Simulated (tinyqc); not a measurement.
# Thin-film resistivity, exact integral against the thick limit

Fuchs-Sondheimer for a film of thickness d, k = d/lam: rho0/rho = 1 - (3 (1 - ps)/(2 k)) int_1^infinity (t^-3 - t^-5)(1 - exp(-k t))/(1 - ps exp(-k t)) dt; thick limit rho/rho0 = 1 + 3 (1 - ps)/(8 k).

Inputs (values chosen for the exercise); metal values close to those of cobalt: bulk resistivity rho0 = 6.24 uohm cm; bulk mean free path lam = 11.7 nm; specular share of surface scattering ps = 0.

Thin-film resistivity, exact integral against the thick limit:
```
d (nm)        k  rho/rho0, exact  thick limit  error of the limit (%)  rho (uohm cm)
0.58    0.04957            7.776        8.565                    10.1          48.52
1.1     0.09402            4.982        4.989                   0.130          31.09
2.2      0.1880            3.211        2.994                   -6.75          20.04
4.3      0.3675            2.220        2.020                   -8.98          13.85
8.3      0.7094            1.653        1.529                   -7.55          10.32
16        1.368            1.333        1.274                   -4.42          8.318
31        2.650            1.162        1.142                   -1.77          7.252
60        5.128            1.079        1.073                  -0.530          6.732
120       10.26            1.038        1.037                  -0.134          6.477
```

rho/rho0 falls from 7.78 to 1.04. The error of the thick limit goes from 10 through a minimum of -9.0 (at d = 4.3 nm among the rows listed) to -0.13 %; it stays within 5 % for k of 1.368 and above among the rows listed. The change of sign at small k is a crossing of two different laws, not agreement.

Numbers from tinyqc (`OMP_NUM_THREADS=1 python tinyqc.py 2100119 2100120 out.jsonl`; about 0.01 s on one thread of a shared Intel Xeon 2.30GHz).
